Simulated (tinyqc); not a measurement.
Field from the level spacing.

Problem. In a triangular well E_k = a_k (C F^2/mz1)^(1/3), a_1 = 2.338107, a_2 = 4.087949, C = hbar^2/(2 m0), F in eV/nm (1 MV/cm = 0.1 eV/nm). Find F, E_1, the mean distance 2 E_1/(3 F) of the lowest level and the sheet charge eps0 eps_r F/q behind such a field.

Parameters, values chosen for the exercise:
- eps_r = 16.2 (relative permittivity)
- mz1 = 0.121 m0 (mass along z of valley set A (4 valley(s)))

Constants: q = 1.602176634e-19 C, hbar = 1.054571817e-34 J s, m0 = 9.1093837015e-31 kg, eps0 = 8.8541878128e-14 F/cm where lengths are in cm, hbar^2/(2 m0) = 0.0380998212 eV nm^2. Results are converted to the units shown.

spacing of the two lowest levels = 132.18409 meV

Answer. The spacing over a_2 - a_1 is the energy scale (C F^2/mz1)^(1/3), which gives F.

F = 0.370 MV/cm
E_1 = 177 meV
mean distance = 3.18 nm
sheet charge over q = 3.31e12 cm^-2

Computed by the program tinyqc: `OMP_NUM_THREADS=1 python tinyqc.py 2160138 2160139 out.jsonl`, one thread of a shared Intel Xeon 2.30GHz, about 0.8 s for the whole run.
